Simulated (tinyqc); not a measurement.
Surface potential of a MOS transistor: implicit equation and explicit approximations: one step of the calculation.

p-type body, charge-sheet picture, depletion and inversion only, full ionisation (an idealisation for deep acceptors), Boltzmann statistics (rough once Na exp(x - xn) passes about Nc/7). In units of Vt: xg = (Vg - Vfb)/Vt, x = psi/Vt, G = gamma/sqrt(Vt), xn = (2 phiF + Vc)/Vt. The implicit equation is (xg - x)^2 = G^2 [x - 1 + exp(x - xn)] for x above about 3. Cox = eps0 eox/tox.

Problem. New x. D = exp(x - xn), f = (xg - x)^2 - G^2 (x - 1 + D), f' = -2 (xg - x) - G^2 (1 + D), x(new) = x - f/f'.

x after iteration 1 = 50.465256
G = 1.3605076
xn = 44.841616
xg = 61.117129

Give: D; f; f'; x after iteration 2.

Solution.

D = 276.9
f = -490.6
f' = -535.7
x after iteration 2 = 49.55

Numbers from tinyqc (`OMP_NUM_THREADS=1 python tinyqc.py 2122224 2122225 out.jsonl`; about 0.01 s on one thread of a shared Intel Xeon 2.30GHz).
